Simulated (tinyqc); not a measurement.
Tight-binding t2g bands of a cubic perovskite: sweeps and comparisons. A value that a table varies takes the place of the one given here.

Orbitals yz, zx, xy (X, Y, Z below) times spin. E_xy = Dt + 2t (2 - cos x - cos y) + 2 td (1 - cos z) + 4 t2 (1 - cos x cos y) with x = kx a and so on; yz and zx follow by cyclic change, without Dt. Spin-orbit term -(Dso/3) L.sigma + Dso/3 with (L_k)_ij = -i epsilon_kij in X, Y, Z: for Dt = 0 the quartet lies at 0 and the doublet at Dso.

Constants: hbar^2/2m0 = 3.80998211 eV angstrom^2.

Values chosen for the exercise (of the size met in SrTiO3 and KTaO3; not measured data):
```
symbol  value            unit      meaning
t       0.296            eV        strong hopping
td      0.035            eV        weak hopping
t2      0.05             eV        diagonal hopping in the plane of the orbital
Dso     0.031            eV        spin-orbit splitting at Gamma
Dt      0.027            eV        shift of xy (tetragonal field or confinement)
a       3.855            angstrom  lattice constant
k       (0.17, 0.04, 0)  2 pi/a    wave vector
```

## Bands along [100] with and without spin-orbit coupling

k = (x,0,0). The plain columns hold the three orbital energies without spin-orbit coupling, sorted.

Levels (eV):
```
x (2 pi/a)  plain 1  plain 2  plain 3  pair 1  pair 2  pair 3
0.00         0.0000   0.0000   0.0270  0.0000  0.0122  0.0458
0.02         0.0006   0.0062   0.0332  0.0029  0.0167  0.0514
0.04         0.0022   0.0249   0.0519  0.0078  0.0333  0.0688
0.06         0.0049   0.0556   0.0826  0.0124  0.0632  0.0985
0.10         0.0134   0.1513   0.1783  0.0224  0.1584  0.1931
0.15         0.0289   0.3265   0.3535  0.0385  0.3334  0.3678
0.20         0.0484   0.5473   0.5743  0.0583  0.5542  0.5884
0.30         0.0916   1.0367   1.0637  0.1017  1.0436  1.0778
0.50         0.1400   1.5840   1.6110  0.1502  1.5909  1.6250
```

At the zone edge the heavy yz band has risen by 0.140 eV (4 td) and the light ones by 1.584 eV (4t + 8 t2). Spin-orbit coupling mixes the orbitals while their spacing is below Dso = 0.031 eV: the lowest pair lies +2.3 meV from the plain band at x = 0.02 and +10.2 meV at the edge, where yz has parted from the other two and its offset tends to Dso/3 = 10.3 meV; zx and xy, 27 meV apart without the coupling, still mix there.

## Order of the levels against the shift of xy

Levels at Gamma, the xy weight of the lowest pair and its mass along [100] from m/m0 = c q^2/(E(q) - E(0)), q = 0.001 (2 pi/a).

At Gamma:
```
Dt (eV)  pair 1 (eV)  pair 2 (eV)  pair 3 (eV)  xy weight of pair 1  mass (m0)
-0.30        -0.2904       0.0000       0.0214                0.998      0.648
-0.15        -0.1410       0.0000       0.0220                0.992      0.650
-0.08        -0.0720       0.0000       0.0230                0.976      0.655
-0.03        -0.0244       0.0000       0.0254                0.905      0.677
-0.01        -0.0073       0.0000       0.0283                0.786      0.718
0.01          0.0000       0.0059       0.0351                0.000      1.190
0.03          0.0000       0.0129       0.0481                0.000      1.190
0.08          0.0000       0.0177       0.0933                0.000      1.190
0.15          0.0000       0.0192       0.1618                0.000      1.190
```

For Dt > 0 the lowest pair is the pure yz, zx combination at 0, with mass 1.190 at Dt = 0.15 eV. For Dt < 0 it gains xy weight, 0.79 at -0.01 and 1.00 at -0.3 eV, and its mass tends to the light value 0.647; the scale of the change is Dso = 0.031 eV.

## What each parameter does

The three pairs at k. Each row changes one parameter from the base and keeps the others.

Results:
```
case             pair 1 (eV)  pair 2 (eV)  pair 3 (eV)
base                  0.0709       0.4210       0.4720
t = 0.3256 eV         0.0728       0.4517       0.5044
td = 0.0525 eV        0.0890       0.4220       0.4721
t2 = 0.07 eV          0.0735       0.4625       0.5146
Dso = 0.0403 eV       0.0737       0.4227       0.4768
Dt = -0.003 eV        0.0709       0.4181       0.4449
```

The largest shifts from the base row, up to three for each result and ties (the steps differ in size, so this ranks the rows, not the parameters). pair 1 (eV): td +0.0181, Dso +0.0027, t2 +0.0026; unchanged at the printed digits by Dt. pair 2 (eV): t2 +0.0415, t +0.0307, Dt -0.0029. pair 3 (eV): t2 +0.0426, t +0.0324, Dt -0.0271.

Computed by tinyqc, a small Python program: `OMP_NUM_THREADS=1 python tinyqc.py 1452370 1452371 out.jsonl` (the numbers bound the seed that draws the inputs); one thread of a shared host (Intel(R) Xeon(R) Processor @ 2.30GHz), about 0.01 s for the whole set of steps.
